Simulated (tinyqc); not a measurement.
Thin-film transistor with exponential tail and deep states, accumulation layer: one step of the calculation.

An undoped film in accumulation, thicker than the space-charge layer. With band bending psi the Fermi level lies E0 - psi below the band edge. Free electrons n = n0 exp(psi/Vt) carry the current; electrons in two exponential distributions of traps, a = a0 exp(psi/Va) and d = d0 exp(psi/Vp), do not. Linear regime, ohmic contacts, traps in equilibrium.

Question. Free and total charge, current. Va = kB Tt/q, Vp = kB Td/q. G(psi) = sum over the three kinds of c0 [V (exp(psi/V) - 1) - psi], field F = sqrt(2 q G/(eps0 eps_r)); Vg = psi + eps0 eps_r F/Ci at the surface. Total charge Q = Ci (Vg - psi_s); free charge Qf = q times the integral of n0 (exp(psi/Vt) - 1)/F over psi from 0 to psi_s; I = (W/L) mb Qf Vd; effective mobility mb Qf/Q.

Inputs (values chosen for the exercise); values close to those of amorphous silicon:

| symbol | value | unit | meaning |
|---|---|---|---|
| T | 250 | K | temperature |
| eps_r | 11.8 |  | relative permittivity of the semiconductor |
| mb | 8.9 | cm^2/(V s) | band mobility |
| Tt | 320 | K | characteristic temperature of the tail |
| Td | 1140 | K | characteristic temperature of the deep states |
| Ci | 20 | nF/cm^2 | gate capacitance |
| WL | 20 |  | ratio W/L |
| Vd | 0.2 | V | drain voltage |
| Vg | 14 | V | gate voltage above flat band |

Constants: q = 1.602176634e-19 C, kB = 1.380649e-23 J/K, Vt = kB T/q, eps0 = 8.8541878128e-14 F/cm where lengths are in cm. Results are converted to the units shown.

psi_s = 0.510220120 V
n0 = 1.55434056e7 cm^-3
a0 = 6.51984345e10 cm^-3
d0 = 9.24873758e14 cm^-3

Find: surface densities; Q; Qf; effective mobility; I.

Answer.

surface densities (cm^-3): free 3.0001e17, tail 7.0770e18, deep 1.6661e17
Q = 269.80 nC/cm^2
Qf = 6.1260 nC/cm^2
effective mobility = 0.20209 cm^2/(V s)
I = 218.09 nA

Program tinyqc, `OMP_NUM_THREADS=1 python tinyqc.py 2610043 2610044 out.jsonl`; Intel Xeon 2.30GHz, shared host, one thread, about 0.02 s.
